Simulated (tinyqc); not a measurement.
Comparisons within one model: plasmons of a degenerate electron gas in the random-phase approximation. A value that a table varies takes the place of the one given here.

Zero temperature, parabolic band: kF = (3 pi^2 n)^(1/3), EF = c kF^2/m, Ep^2 = 8 pi c e2 n/(m eb), qTF^2 = 6 pi e2 n/(eb EF), c = hbar^2/2m0, e2 = e^2/(4 pi eps0), n in 1/angstrom^3 (1e-24 per 1/cm^3).

Lindhard function: eps(q, E)/eb = 1 + (qTF/q)^2 (f1 + i f2) with z = q/(2 kF), u = E/(hbar vF q), hbar vF = 2 c kF/m; f1 = 1/2 + [h(z - u) + h(z + u)]/(8 z), h(x) = (1 - x^2) ln|(x + 1)/(x - 1)|; f2 = pi u/2 for z + u < 1, (pi/(8 z))(1 - (z - u)^2) for |z - u| < 1 < z + u, else 0. Pairs exist for c (q^2 - 2 q kF)/m < E < c (q^2 + 2 q kF)/m.

Constants: hbar^2/2m0 = 3.80998211 eV angstrom^2; e^2/(4 pi eps0) = 14.39964547 eV angstrom; a0 (Bohr radius) = 0.5291772105 angstrom.

Values chosen for the exercise (mass and background constant near those of GaAs; polar phonons, which mix with the plasmon in the real crystal, and the rise of the mass with filling are left out; the results hold for these values, not for the real material): n = 1.8e+19 1/cm^3 (electron density); m = 0.0684 m0 (mass); eb = 11.2 (background dielectric constant); ed = 4 (dielectric constant of the surroundings); d = 20 angstrom (film thickness); qp = 0.00853 1/angstrom (wave vector of the plasmon).

## Dispersion and weight of the plasmon

Short formula: E^2 = Ep^2 + (3/5)(hbar vF q)^2 + (c q^2/m)^2; qc is where the plasmon meets the top of the continuum. The weight is the share of the f-sum that the plasmon carries, 2E/(Ep^2 d(eps/eb)/dE); a dash marks no undamped root.

Energies (meV):

| q (1/angstrom) | q/kF | top of continuum | plasmon | short formula | weight |
|---|---|---|---|---|---|
| 0.00274 | 0.034 | 25.17 | 181.0 | 181.0 | 1.000 |
| 0.00685 | 0.084 | 64.48 | 186.4 | 186.3 | 0.999 |
| 0.0110 | 0.136 | 106.1 | 196.4 | 195.9 | 0.994 |
| 0.0151 | 0.186 | 149.1 | 211.0 | 209.1 | 0.976 |
| 0.0192 | 0.237 | 194.0 | 230.4 | 225.5 | 0.932 |
| 0.0219 | 0.270 | 224.5 | 246.1 | 237.9 | 0.870 |
| 0.0247 | 0.305 | 257.1 | 265.7 | 251.8 | 0.740 |
| 0.0266 | 0.328 | 279.7 | 281.5 | 261.9 | 0.539 |
| 0.0301 | 0.371 | 322.3 | - | 281.6 | - |
| 0.0356 | 0.439 | 392.1 | - | 315.3 | - |

qc = 0.02741 1/angstrom

What does this show?

Ep = 180 meV. The plasmon rises from 181 to 281.5 meV just before qc, 56 % above Ep. The short formula errs by -0.89 % at q/kF = 0.19 and -6.97 % next to qc. The weight falls from 1.000 to 0.539 as pairs take over the sum.

## Density dependence

n is multiplied by the factor listed.

Results:

| factor | rs | EF (meV) | Ep (meV) | Ep/EF | qc/kF | alpha = 3 EF/(5 Ep) |
|---|---|---|---|---|---|---|
| 0.10 | 0.589 | 78.89 | 56.92 | 0.722 | 0.456 | 0.832 |
| 0.20 | 0.467 | 125.2 | 80.50 | 0.643 | 0.417 | 0.933 |
| 0.50 | 0.344 | 230.7 | 127.3 | 0.552 | 0.370 | 1.087 |
| 1.0 | 0.273 | 366.2 | 180.0 | 0.492 | 0.338 | 1.221 |
| 2.0 | 0.217 | 581.2 | 254.5 | 0.438 | 0.308 | 1.370 |
| 5.0 | 0.160 | 1071 | 402.5 | 0.376 | 0.273 | 1.596 |
| 10 | 0.127 | 1700 | 569.2 | 0.335 | 0.249 | 1.792 |

How do the results move?

Over two decades Ep grows by 10.0 (n^(1/2)) and EF by 21.5 (n^(2/3)), so Ep/EF falls from 0.722 to 0.335 as sqrt(rs), and qc/kF from 0.456 to 0.249: in a dense gas the plasmon enters the continuum earlier on the scale of kF. alpha is the coefficient in E = Ep + alpha hbar^2 q^2/(m m0).

## Thin film modes against wave vector (bulk, surface, particle and sheet plasmons)

Drude medium eps = eb (1 - Ep^2/E^2), no retardation. A film of thickness d has modes eps = -ed coth(q d/2) (lower) and eps = -ed tanh(q d/2) (upper); a sheet with ns = n d has E^2 = 4 pi c e2 ns q/(m ed). One surface: eps = -ed; small sphere: eps = -2 ed.

Modes (meV):

| q d | q (1/angstrom) | lower | upper | sheet |
|---|---|---|---|---|
| 0.020 | 0.00100 | 29.71 | 179.7 | 30.12 |
| 0.050 | 0.00250 | 46.03 | 179.2 | 47.62 |
| 0.10 | 0.00500 | 63.05 | 178.4 | 67.35 |
| 0.20 | 0.0100 | 84.07 | 176.9 | 95.24 |
| 0.50 | 0.0250 | 114.8 | 172.6 | 150.6 |
| 1.0 | 0.0500 | 135.2 | 166.8 | 213.0 |
| 2.0 | 0.100 | 148.5 | 159.6 | 301.2 |
| 4.0 | 0.200 | 153.8 | 155.2 | 425.9 |
| 8.0 | 0.400 | 154.5 | 154.5 | 602.4 |

bulk, surface, sphere (meV): 180.0  154.5  137.5

What can be read from the table?

At small q d the lower mode tends to the sheet law sqrt(q) (within 5 % up to q d = 0.05 of the values listed) and the upper one starts near the bulk value. At q d = 8 the two are 0.027 meV apart around the surface value 154.5 meV. Retardation, left out here, matters where q is below about three times sqrt(ed) E/(hbar c), hbar c = 1973.27 eV angstrom: that holds for 0 of the rows (from the top) for the lower mode and 0 for the upper one. From q d = 1 on q exceeds half of kF = 0.0811 1/angstrom, where a local dielectric function has failed; it does so earlier, once hbar vF q nears the mode energy. The film is thinner than half a Fermi wavelength, pi/kF, so a real one would be quantised.

## What moves the plasmon

The plasmon is taken at qp. Each row changes one parameter from the base and keeps the others.

Results:

| case | Ep (meV) | plasmon at qp (meV) | qc (1/angstrom) |
|---|---|---|---|
| base | 180.0 | 189.9 | 0.02741 |
| n = 2.16e+19 1/cm^3 | 197.2 | 207.4 | 0.02843 |
| m = 0.0787 m0 | 167.8 | 175.8 | 0.02896 |
| eb = 10.08 | 189.7 | 199.1 | 0.02857 |
| qp = 0.00597 1/angstrom | 180.0 | 184.8 | 0.02741 |

How do the results move?

The largest shifts from the base row, up to three for each result and ties (the steps differ in size, so this ranks the rows, not the parameters). Ep (meV): n +17.2, m -12.2, eb +9.74; unchanged at the printed digits by qp. plasmon at qp (meV): n +17.5, m -14.1, eb +9.24. qc (1/angstrom): m +0.00156, eb +0.00116, n +0.00103; unchanged at the printed digits by qp.

(tinyqc, `OMP_NUM_THREADS=1 python tinyqc.py 1681356 1681357 out.jsonl`, Intel(R) Xeon(R) Processor @ 2.30GHz, 1 thread, shared host, about 0.01 s.)
